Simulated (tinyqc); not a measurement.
Against doping: dopants and charged point defects at anneal temperature: Fermi-level effect, clustering and pairing. Computed by tinyqc, a small Python program. Command: `OMP_NUM_THREADS=1 python tinyqc.py 3009003 3009004 out.jsonl pairing walk`. One thread of a shared host (Intel(R) Xeon(R) Processor @ 2.30GHz), about 0.01 s of CPU time with the checks.

Boltzmann statistics and full ionisation of active dopants. Energies are counted from the valence band; the defect (a vacancy or self-interstitial) has five charge states, with all degeneracy factors one.

Inputs (values chosen for the exercise, with bands modelled on germanium): gap at 0 K E_g0 = 0.757 eV; Varshni alpha = 0.000459 eV/K; Varshni beta = 235 K; electron mass m_e = 0.226 m_0; valleys M_c = 4; hole mass m_h = 0.349 m_0; anneal temperature T = 750 K; total dopant density N = 2.7e+19 cm^-3; formation enthalpy of the neutral defect H_f = 1.84 eV; formation entropy S_f = 8 k_B; site density N_s = 3e+22 cm^-3.

Dopant: donor. Second part: pairing with a mobile impurity.

defect levels as fractions of E_g(T): (2+/+), (+/0), (0/-), (-/2-): [0.072, 0.1, 0.69, 0.71]

Constants: m_0 = 9.1093837015e-31 kg; k_B = 1.380649e-23 J/K; h = 6.62607015e-34 J s; k_B = 8.617333262e-05 eV/K.

Method:
- E_g = E_g0 - alpha T^2/(T + beta).
- N_c = 2 M_c (2 pi m_e k_B T/h^2)^(3/2) and N_v = 2 (2 pi m_h k_B T/h^2)^(3/2), masses in units of m_0.
- n_i = sqrt(N_c N_v) exp(-E_g/2 k_B T); E_i = E_g/2 + (k_B T/2) ln(N_v/N_c).
- No clustering: A = N.
- n = A/2 + sqrt(A^2/4 + n_i^2) for an active density A.
- chi = n/n_i (for acceptors n_i/p); E_F = E_i + k_B T ln chi; field enhancement h = 1 + A/sqrt(A^2 + 4 n_i^2).
- C_0 = N_s exp(S_f/k_B) exp(-H_f/k_B T). Ratios to the neutral state at E_F = E_i: r_+ = exp((E(+/0) - E_i)/k_B T), r_2+ = r_+ exp((E(2+/+) - E_i)/k_B T), r_- = exp((E_i - E(0/-))/k_B T), r_2- = r_- exp((E_i - E(-/2-))/k_B T); at other E_F state q scales as chi^(-q). The enhancement is sum r_q chi^(-q)/sum r_q. The charge on the defects is left out of neutrality.
- chi = n/n_i; h = 1 + A/sqrt(A^2 + 4 n_i^2); the dopant diffusivity over its intrinsic value is D/D_i = enhancement x h x A/N, if every charge state carries the dopant equally well.

E_g = 0.494881 eV

k_B T = 0.0646300 eV

n_i = 6.41928e+17 cm^-3

E_i = 0.223705 eV

effective density of states N_b of the majority band = 4.26290e+19 cm^-3

neutral defects C_0 = 3.86564e+13 cm^-3

Charge states:
```
state  ratio r  intrinsic (cm^-3)  doped (cm^-3)
2+     0.00368        1.42145e+11    8.02576e+07
+      0.06750        2.60935e+12    6.20026e+10
0      1.00000        3.86564e+13    3.86564e+13
-      0.16169        6.25019e+12    2.63036e+14
2-     0.02243        8.67074e+11    1.53568e+15
```

Trend at the anneal temperature:
```
N (cm^-3)  active A (cm^-3)     chi  defect enhancement  mean charge       D/D_i
1.90e+16           1.90e+16   1.015                1.00      -0.1087  1.0164e+00
5.30e+16           5.30e+16   1.042                1.00      -0.1155  1.0460e+00
1.50e+17           1.50e+17   1.124                1.01      -0.1354  1.1318e+00
4.00e+17           4.00e+17   1.359                1.05      -0.1896  1.3569e+00
1.10e+18           1.10e+18   2.174                1.19      -0.3564  1.9583e+00
3.10e+18           3.10e+18   5.028                1.91      -0.8077  3.6685e+00
8.40e+18           8.40e+18  13.162                5.59      -1.4096  1.1118e+01
2.30e+19           2.30e+19  35.857               28.39      -1.7810  5.6738e+01
6.40e+19           6.40e+19  99.710              191.29      -1.9245  3.8254e+02
```

What follows from these numbers?

Well below n_i = 6.42e17 cm^-3 chi and the enhancement are near 1. At any doping d ln(enhancement)/d ln chi equals minus the mean charge, which goes from -0.11 to -1.92 over the rows. Rows with carriers above N_b lie beyond Boltzmann statistics.
